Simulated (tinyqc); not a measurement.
# Six-transistor SRAM cell, nodal equations and margins: effects of single changes

Two cross-coupled inverters (pull-down bn, pull-up bp) hold the nodes Q and QB; access transistors (ba, threshold VTn, gate on the word line at Vdd when selected) join them to the bit lines. Transistor (EKV form, voltages against the body): I = 2 n b Vt^2 [F(vp - Vs) - F(vp - Vd)] from drain to source, F(v) = ln^2(1 + exp(v/(2 Vt))), vp = (Vg - VT + sg |Vd - Vs|)/n. n-channel bodies are at 0; for the p-channel device all voltages are counted down from Vdd. b in uA/V^2 gives I in uA. For an access transistor the bit line is the drain and the node the source. In a read both bit lines are at Vdd. The cell is symmetric (no mismatch).

Inputs (values chosen for the exercise): temperature T = 300 K; supply voltage Vdd = 0.75 V; slope factor n = 1.42; drain-induced barrier lowering sg = 0.082; n-channel threshold VTn = 0.26 V; p-channel threshold (magnitude) VTp = 0.3 V; gain factor of the pull-down transistor bn = 640 uA/V^2; gain factor of the access transistor ba = 640 uA/V^2; gain factor of the pull-up transistor bp = 200 uA/V^2.

Constants: q = 1.602176634e-19 C, kB = 1.380649e-23 J/K, Vt = kB T/q. Results are converted to the units shown.

Each table varies one quantity; the others keep the values above.

## Effect of the gain factor of the pull-up transistor

f(x) is the node voltage of one half-cell for input x: In = Ip in hold, In = Ip + Ia in a read. Static noise margin: side of the largest square between the curve (x, f(x)) and its mirror image (f(y), y); with h(c) the root x of f(x) - x = c, it is the maximum over c > 0 of h(c) - h(-c) + c. Q is the low node in a read and Iread the current of its access transistor. The write trip is the voltage to which the bit line of the high node must fall (the other staying at Vdd) for that state to vanish; higher is easier, and a negative value means that a grounded bit line does not write.

Result of one run:
```
bp (uA/V^2)  hold margin (mV)  read margin (mV)  Q in a read (mV)  Iread (uA)  write trip (mV)
220                     263.4             108.5             118.9       31.40            250.5
```

What becomes of these results when the gain factor of the pull-up transistor bp is changed from 220 to 150 uA/V^2, all else the same?

Result of the changed run:
```
bp (uA/V^2)  hold margin (mV)  read margin (mV)  Q in a read (mV)  Iread (uA)  write trip (mV)
150                     255.2             96.91             119.1       31.37            273.7
```

The whole series:
```
bp (uA/V^2)  hold margin (mV)  read margin (mV)  Q in a read (mV)  Iread (uA)  write trip (mV)
110                     247.9             87.55             119.2       31.34            290.5
150                     255.2             96.91             119.1       31.37            273.7
220                     263.4             108.5             118.9       31.40            250.5
310                     269.5             118.8             118.9       31.42            227.1
450                     274.7             130.0             118.8       31.43            197.8
640                     278.1             140.3             118.8       31.44            165.5
```

As bp goes from 110 to 640 uA/V^2, the read margin rises from 87.6 to 140 mV, the write trip falls from 291 to 165 mV and Iread stays near 31.4 uA. The read margin is 0.35 of the hold margin in the first row and 0.50 in the last. Read stability and write ability pull in opposite directions. For bp = 110 to 150 uA/V^2 the read margin is under 100 mV, which threshold mismatch, left out here, can use up in a large array.

## Effect of the supply voltage

Same model as above.

Effect of the supply voltage:
```
Vdd (V)  hold margin (mV)  read margin (mV)  Q in a read (mV)  Iread (uA)  write trip (mV)
0.4                 133.6             52.25             47.79       3.114            134.4
0.5                 174.4             71.88             65.63       7.990            162.8
0.6                 211.9             88.05             86.10       15.47            197.4
0.7                 245.8             100.6             107.8       25.47            236.1
0.85                290.5             113.5             141.5       45.10            299.2
1                   329.8             121.5             175.7       70.19            366.8
```

Read the table: what changes, and by how much?

As Vdd goes from 0.4 to 1 V, the read margin rises from 52.2 to 122 mV, the write trip rises from 134 to 367 mV and Iread rises from 3.11 to 70.2 uA. The read margin is 0.39 of the hold margin in the first row and 0.37 in the last. For Vdd = 0.4 to 0.6 V the read margin is under 100 mV, which threshold mismatch, left out here, can use up in a large array.

Computed by the program tinyqc: `OMP_NUM_THREADS=1 python tinyqc.py 2340114 2340115 out.jsonl`, one thread of a shared Intel Xeon 2.30GHz, about 0.2 s for the whole run.
